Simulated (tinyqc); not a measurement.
# Worked calculation: metal-interlayer-semiconductor contact, depinning against tunnelling resistance

tinyqc, about 0.03 s, one thread, Intel Xeon 2.30GHz (shared host): `OMP_NUM_THREADS=1 python tinyqc.py 2270146 2270147 out.jsonl` Printed values are rounded.

Zero bias, n-type semiconductor. Gap states at the semiconductor surface thin out as exp(-be ti), which unpins the barrier; electrons must then cross the interlayer (a rectangular barrier, no voltage drop across it) and the parabolic depleted layer, both by WKB. Energies E are counted from the Fermi level; no image force, parabolic bands.

Inputs (values chosen for the exercise); semiconductor values close to those of germanium; interlayer mass of the order of that in aluminium oxide, offset chosen freely: temperature T = 300 K; band gap Eg = 0.67 eV; relative permittivity eps_r = 15.8; electron affinity chi = 4 eV; conduction-band density of states at T Nc = 1.04e19 cm^-3; tunnelling mass in the semiconductor mt = 0.124 m0; Richardson mass mA = 1.07 m0; donor density Nd = 5.6e19 cm^-3; charge-neutrality level above the valence band E0 = 0.087 eV; pinning factor without interlayer S0 = 0.049; metal work function phiM = 4.02 eV; interlayer thickness ti = 0.2 nm; conduction-band offset of the interlayer above the semiconductor dE = 2.5 eV; tunnelling mass in the interlayer mi = 0.35 m0; decay constant of gap states through the interlayer be = 2.7 1/nm.

Constants: q = 1.602176634e-19 C, kB = 1.380649e-23 J/K, eps0 = 8.8541878128e-12 F/m, hbar = 1.054571817e-34 J s, h = 6.62607015e-34 J s, m0 = 9.1093837015e-31 kg, Vt = kB T/q, hbar^2/(2 m0) = 0.0380998212 eV nm^2. Results are converted to the units shown.

## Pinning, barrier and scales

S = 1/(1 + (1/S0 - 1) exp(-be ti)); phiB = S (phiM - chi) + (1 - S)(Eg - E0); xi = Ec - EF deep inside, from Nd = Nc F(-xi/Vt), F(x) = (2/sqrt(pi)) int_0^infinity sqrt(u) du/(1 + exp(u - x)); band bending U = phiB - xi; E00 = (hbar/2) sqrt(Nd/(eps0 eps_r mt m0)) in volts; A = 4 pi q mA m0 kB^2/h^3.

S = 0.08123429
phiB = 0.5372651 eV
xi = -0.08954232 eV
U = 0.6268074 eV
E00 = 0.09926175 eV
A = 128.5854 A/(cm^2 K^2)

The interlayer moves the barrier from 0.555 eV to 0.537 eV; the unpinned limit is phiM - chi = 0.0200 eV. E00/Vt = 3.84: by the usual rule of thumb (0.5 to 5) thermionic-field emission.

## Exponents and integrand on an energy grid

| point | E (eV) |
|---|---|
| 0 | -0.08 |
| 1 | -0.04308 |
| 2 | -0.00615 |
| 3 | 0.03077 |
| 4 | 0.06769 |
| 5 | 0.10462 |
| 6 | 0.14154 |
| 7 | 0.17846 |
| 8 | 0.21538 |
| 9 | 0.25231 |
| 10 | 0.28923 |
| 11 | 0.32615 |
| 12 | 0.36308 |
| 13 | 0.4 |

With U = phiB - xi: for xi < E < phiB, y = (E - xi)/U and G1 = (U/E00) [sqrt(1 - y) - y ln((1 + sqrt(1 - y))/sqrt(y))], G1 = 0 above phiB; G2 = 2 ti sqrt(mi max(phiB + dE - E, 0)/C), C = hbar^2/(2 m0); f = 1/(1 + exp(E/Vt)); integrand exp(-G1 - G2) f.

| point | G1 | G2 | f | integrand (1e-4) |
|---|---|---|---|---|
| 0 | 5.999022 | 2.140521 | 0.9566669 | 2.791273 |
| 1 | 5.151655 | 2.127807 | 0.8410964 | 5.799832 |
| 2 | 4.479462 | 2.115013 | 0.5591943 | 7.649244 |
| 3 | 3.898823 | 2.102146 | 0.2332166 | 5.775265 |
| 4 | 3.382605 | 2.089198 | 0.06796572 | 2.857036 |
| 5 | 2.917135 | 2.076167 | 0.01717659 | 1.165127 |
| 6 | 2.494583 | 2.063057 | 0.004172695 | 0.437581 |
| 7 | 2.109561 | 2.049863 | 0.001003617 | 0.156730 |
| 8 | 1.758490 | 2.036583 | 2.408079e-4 | 0.054137 |
| 9 | 1.438826 | 2.023213 | 5.772361e-5 | 0.018105 |
| 10 | 1.149097 | 2.009758 | 1.384025e-5 | 0.005879 |
| 11 | 0.888234 | 1.996211 | 3.318331e-6 | 0.001854 |
| 12 | 0.655829 | 1.982569 | 7.952874e-7 | 0.000568 |
| 13 | 0.452340 | 1.968836 | 1.906758e-7 | 0.000169 |

## Contact resistivity

1/rho_c = (A T^2/Vt^2) I, with I the trapezoid sum of the integrand over the grid.

I = 9.347944e-5 eV
rho_c = 6.1779e-7 ohm cm^2

A fine grid from xi upwards gives rho_c = 5.976e-7 ohm cm^2; the coarse value is 3.4 % above it. The integrand peaks at E = -0.0060 eV, and under 0.001 % of the current flows above phiB. Tunnelling through the interlayer costs a factor of 8.26 at this barrier height; the bare contact (ti = 0) has rho_c = 8.56e-8 ohm cm^2, so with the interlayer rho_c is 6.98 times that.
